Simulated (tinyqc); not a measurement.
## Gap voltage and exponent from three temperatures

Problem. At constant current VBE(T) = Vg0 - a T - eta (kB T/q) ln T, where a is a constant. Find Vg0, eta and dVBE/dT at the middle temperature.

Constants: q = 1.602176634e-19 C, kB = 1.380649e-23 J/K. Results are converted to the units shown.

T (K): [233, 330, 390]
VBE at a constant current (V): [0.7852306561, 0.5814510235, 0.4503645819]

Solution. The relation is linear in Vg0, a and eta, so three points give a linear system; the slope is (VBE - Vg0 - eta kB T/q)/T. eta rests on the curvature of VBE(T) alone, so real fits need accuracy of some tens of microvolts or better.

Vg0 = 1.18 V
eta = 3.90
dVBE/dT = -2.16 mV/K

Numbers from tinyqc (`OMP_NUM_THREADS=1 python tinyqc.py 2062004 2062005 out.jsonl`; about 0.02 s on one thread of a shared Intel Xeon 2.30GHz).
